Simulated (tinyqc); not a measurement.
Inside a calculation. Model: Landau-Devonshire theory of a uniaxial ferroelectric. Computed by tinyqc, a small Python program that keeps every step. Command: `OMP_NUM_THREADS=1 python tinyqc.py 3015624 3015625 out.jsonl ferro walk`. One thread of a shared host (Intel(R) Xeon(R) Processor @ 2.30GHz), about 0.01 s of CPU time with the checks. Intermediate numbers are printed to about 5 digits and carried at full precision; extremes and crossings named in words are read from the listed rows.

G(P) = (alpha/2) P^2 + (beta*/4) P^4 + (gamma/6) P^6 - E P per volume, SI units, one domain, P along the polar axis, which is normal to the film.

Inputs (values chosen for the exercise, for a model ferroelectric): alpha_0 = 2.26e+06 J m/(C^2 K); Curie-Weiss temperature T0 = 480 K; beta = 4.75e+08 J m^5/C^4; gamma = 5.46e+09 J m^9/C^6; temperature T = 289 K; misfit strain u_m = -0.019; electrostriction Q12 = -0.04 m^4/C^2; compliance s11 + s12 = 4.5e-12 m^2/N; applied field E = 3 MV/m; start of Newton steps P0/Ps = 0.35.

Sample: epitaxial film.

Constants: eps_0 = 8.8541878128e-12 F/m.

## Coefficients at T

alpha = alpha_0 (T - T0*), with clamping: T0* = T0 + 4 Q12 u_m/(alpha_0 (s11 + s12)), beta* = beta + 4 Q12^2/(s11 + s12).

T0* = 778.92 K

alpha = -1.1072e+09 J m/C^2

beta* = 1.8972e+09 J m^5/C^4

Compression raises T0 by 299 K. beta* > 0: the transition is of second order.

## Spontaneous polarisation, susceptibility, coercive field

Ps^2 = [-beta* + sqrt(beta*^2 - 4 alpha gamma)]/(2 gamma). chi = 1/(eps_0 G''), G'' = alpha + 3 beta* P^2 + 5 gamma P^4 at Ps. Ps, chi and the coercive field are for perfect screening, without a depolarising field. The intrinsic coercive field is |alpha P + beta* P^3 + gamma P^5| at the P_c where G'' = 0. 1 C/m^2 = 100 microcoulomb/cm^2.

spontaneous polarisation Ps = 55.582 microcoulomb/cm^2

susceptibility chi = 34.680

well depth G(Ps) = -98.929 MJ/m^3

P_c = 35.004 microcoulomb/cm^2

intrinsic coercive field = 277.51 MV/m

P_c/Ps = 0.630, above the 0.577 of a quartic well, as the sixth-order term matters. Real switching runs by domain nucleation at far lower fields. Caution: far below T0* the expansion with linear alpha(T) is only a fit.

## Polarisation in the field by Newton steps

Solve G'(P) = alpha P + beta* P^3 + gamma P^5 - E = 0 by P(new) = P - G'/G'' from P0; stop when the step is below 1e-11 C/m^2 (G' under 1e-6 MV/m is shown as 0).

Newton steps:
```
step  P (microcoulomb/cm^2)    G' (MV/m)  G'' (MJ m/C^2)
1                    19.454  -2.0290e+02          -852.7
2                    -4.341   4.4913e+01         -1096.4
3                    -0.245  -2.8736e-01         -1107.2
4                    -0.271            0         -1107.2
5                    -0.271            0         -1107.2
```

P at the end of the steps = -0.27095 microcoulomb/cm^2

1/(eps_0 G'') there = -102.01

The steps end on a root with G'' < 0, the maximum of G between the wells: the start lay inside P_c, where the curvature is negative.

Reruns converge with start of Newton steps P0/Ps = 1.0; or with start of Newton steps P0/Ps = 2.0.

Checks made by the program: Ps against a numerical root of G'(P)/P (relative difference below 1e-10).
